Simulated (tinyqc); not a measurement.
Thin film modes against wave vector: bulk, surface, particle and sheet plasmons.

Zero temperature, parabolic band: kF = (3 pi^2 n)^(1/3), EF = c kF^2/m, Ep^2 = 8 pi c e2 n/(m eb), qTF^2 = 6 pi e2 n/(eb EF), c = hbar^2/2m0, e2 = e^2/(4 pi eps0), n in 1/angstrom^3 (1e-24 per 1/cm^3).

Constants: hbar^2/2m0 = 3.80998211 eV angstrom^2; e^2/(4 pi eps0) = 14.39964547 eV angstrom.

Values chosen for the exercise (a free-electron density near that of Al; not measured data):
- n = 1.81e+23 1/cm^3 (electron density)
- m = 1 m0 (mass)
- eb = 1 (background dielectric constant)
- ed = 3.9 (dielectric constant of the surroundings)
- d = 20 angstrom (film thickness)

Drude medium eps = eb (1 - Ep^2/E^2), no retardation. A film of thickness d has modes eps = -ed coth(q d/2) (lower) and eps = -ed tanh(q d/2) (upper); a sheet with ns = n d has E^2 = 4 pi c e2 ns q/(m ed). One surface: eps = -ed; small sphere: eps = -2 ed.

Modes (eV):

| q d | q (1/angstrom) | lower | upper | sheet |
|---|---|---|---|---|
| 0.020 | 0.00100 | 0.7989 | 15.50 | 0.8000 |
| 0.050 | 0.00250 | 1.261 | 15.08 | 1.265 |
| 0.10 | 0.00500 | 1.777 | 14.45 | 1.789 |
| 0.20 | 0.0100 | 2.494 | 13.41 | 2.530 |
| 0.50 | 0.0250 | 3.840 | 11.30 | 4.000 |
| 1.0 | 0.0500 | 5.142 | 9.437 | 5.657 |
| 2.0 | 0.100 | 6.385 | 7.928 | 8.000 |
| 4.0 | 0.200 | 7.033 | 7.241 | 11.31 |
| 8.0 | 0.400 | 7.135 | 7.139 | 16.00 |

bulk, surface, sphere (eV): 15.80  7.137  5.325

What does the comparison show?

At small q d the lower mode tends to the sheet law sqrt(q) (within 5 % up to q d = 0.5 of the values listed) and the upper one starts near the bulk value. At q d = 8 the two are 0.0038 eV apart around the surface value 7.137 eV. Retardation, left out here, matters where q is below about three times sqrt(ed) E/(hbar c), hbar c = 1973.27 eV angstrom: that holds for 3 of the rows (from the top) for the lower mode and 5 for the upper one.

(tinyqc, `OMP_NUM_THREADS=1 python tinyqc.py 1680447 1680448 out.jsonl`, Intel(R) Xeon(R) Processor @ 2.30GHz, 1 thread, shared host, about 0.01 s.)
